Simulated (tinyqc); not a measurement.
From results back to parameters: Franz-Keldysh effect at a direct gap. Three cases, with inputs chosen for the exercise.

Problem. In modulation spectra the extrema of the oscillations lie at E_n = Eg + th (3 pi (n - 1/2)/4)^(2/3) (the phase constant is taken as pi/2 here), with th = (c (e Fd)^2/mr)^(1/3), mr = me mhh/(me + mhh), c = hbar^2/2m0; 1 kV/cm = 1e-5 V/angstrom. Extrema n = 2 and n = 5 are given; Eg and the field are hidden.

Constants: hbar^2/2m0 = 3.80998211 eV angstrom^2.

Find: th; Eg; Fd.

Method. E_n is linear in (3 pi (n - 1/2)/4)^(2/3): the slope is th and the intercept Eg; then e Fd = sqrt(th^3 mr/c).

Case 1.

Values chosen (out of a larger set: near those of InP; not measured data): me = 0.0815 m0 (electron mass); mhh = 0.573 m0 (heavy-hole mass).

E_2 = 1.35256 eV
E_5 = 1.39853 eV

Solution.

th = 18.34 meV
Eg = 1.310 eV
Fd = 34 kV/cm

Case 2.

Values chosen (out of a larger set: near those of GaAs; not measured data): me = 0.0679 m0 (electron mass); mhh = 0.499 m0 (heavy-hole mass).

E_2 = 1.49819 eV
E_5 = 1.58156 eV

Solution.

th = 33.27 meV
Eg = 1.421 eV
Fd = 76 kV/cm

Case 3.

Values chosen (out of a larger set: near those of InGaAs; not measured data): me = 0.0394 m0 (electron mass); mhh = 0.475 m0 (heavy-hole mass).

E_2 = 0.85537 eV
E_5 = 0.97349 eV

Solution.

th = 47.14 meV
Eg = 0.746 eV
Fd = 1.0e+02 kV/cm

Computed by tinyqc, one run a case: `OMP_NUM_THREADS=1 python tinyqc.py N N+1 out.jsonl` with N = 1680967, 1681039, 1681114; one thread of a shared Intel(R) Xeon(R) Processor @ 2.30GHz, about 0.01 s a run at most.
